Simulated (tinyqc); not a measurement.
## Pinning of the barrier by interface states

Cowley-Sze model with the space charge neglected: phiB = S (phiM - chi) + (1 - S)(Eg - phi0), S = 1/(1 + q Dit dl/(eps0 ei)), dl in cm.

Parameters, values chosen for the exercise; band and dielectric values close to those of gallium arsenide: band gap Eg = 1.42 eV; electron affinity chi = 4.15 eV; thickness of the interfacial layer dl = 0.3 nm; relative permittivity of the interfacial layer ei = 3.9; neutral level above the valence band phi0 = 0.49 eV; metal work function phiM = 4.46 eV.

Constants: q = 1.602176634e-19 C, eps0 = 8.8541878128e-14 F/cm where lengths are in cm. Results are converted to the units shown.

Pinning of the barrier by interface states:
```
Dit (cm^-2 eV^-1)         S  phiB (eV)  change of phiB for 0.5 eV more work function (eV)
1e11                0.99861    0.31086                                            0.49931
3e11                0.99584    0.31258                                            0.49792
1e12                0.98627    0.31851                                            0.49314
3e12                0.95992    0.33485                                            0.47996
1e13                0.87781    0.38576                                            0.43891
3e13                0.70543    0.49263                                            0.35271
1e14                0.41807    0.67080                                            0.20904
3e14                0.19321    0.81021                                           0.096603
1e15               0.067027    0.88844                                           0.033514
```

Read the table: what changes, and by how much?

S falls from 0.999 to 0.0670, passing 1/2 at Dit = eps0 ei/(q dl) = 7.18e13 cm^-2 eV^-1. The barrier rises from 0.311 to 0.888 eV, from near the Schottky-Mott value phiM - chi = 0.310 eV towards the pinned value Eg - phi0 = 0.930 eV.

Computed by the program tinyqc: `OMP_NUM_THREADS=1 python tinyqc.py 2020089 2020090 out.jsonl`, one thread of a shared Intel Xeon 2.30GHz, about 0.08 s for the whole run.
